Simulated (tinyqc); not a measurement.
Inter-valley coupling by envelope functions against a chain of atomic planes: one step. One plane of added Ge, to first order. Two cases, with inputs chosen for the exercise.

Task: F_j is the envelope on plane j (sum F_j^2 = 1) and Dv the coupling of the two valleys, which split by 2|Dv|. A single plane has Fourier weight at all wavelengths: it adds dE xs F_j^2 to |Dv|, so the splitting is about 2 dE xs F_j^2 if this term rules, and the mean of the doublet rises by dE xs F_j^2.

Give: splitting; rise of the mean level.

Case 1.

Values chosen (out of a larger set: near those of the Delta valleys of silicon in a SiGe well; not measured data):
- dE = 0.62 eV (offset per unit Ge fraction)
- js = 62 (plane j of a Ge spike (the well starts at j = 30))
- xs = 0.07 (Ge fraction added on that plane)

F_j^2 of the smooth well on that plane = 0.0114251

Result:

splitting = 992 micro-eV
rise of the mean level = 0.496 meV

The chain with the spike gives 822 micro-eV and a rise of 0.411 meV; the envelope solved with the spike gives 814. First order is +21 % off: the state draws back from the spike, which the envelope solved anew includes.

Case 2.

Values chosen (out of a larger set: near those of the Delta valleys of silicon in a SiGe well; not measured data):
- dE = 0.56 eV (offset per unit Ge fraction)
- js = 39 (plane j of a Ge spike (the well starts at j = 30))
- xs = 0.11 (Ge fraction added on that plane)

F_j^2 of the smooth well on that plane = 0.0409913

Result:

splitting = 5050 micro-eV
rise of the mean level = 2.525 meV

The chain with the spike gives 4159 micro-eV and a rise of 2.079 meV; the envelope solved with the spike gives 4108. First order is +21 % off: the state draws back from the spike, which the envelope solved anew includes.

Computed by tinyqc, one run a case: `OMP_NUM_THREADS=1 python tinyqc.py N N+1 out.jsonl` with N = 1452197, 1452286; one thread of a shared Intel(R) Xeon(R) Processor @ 2.30GHz, about 0.1 s a run at most.
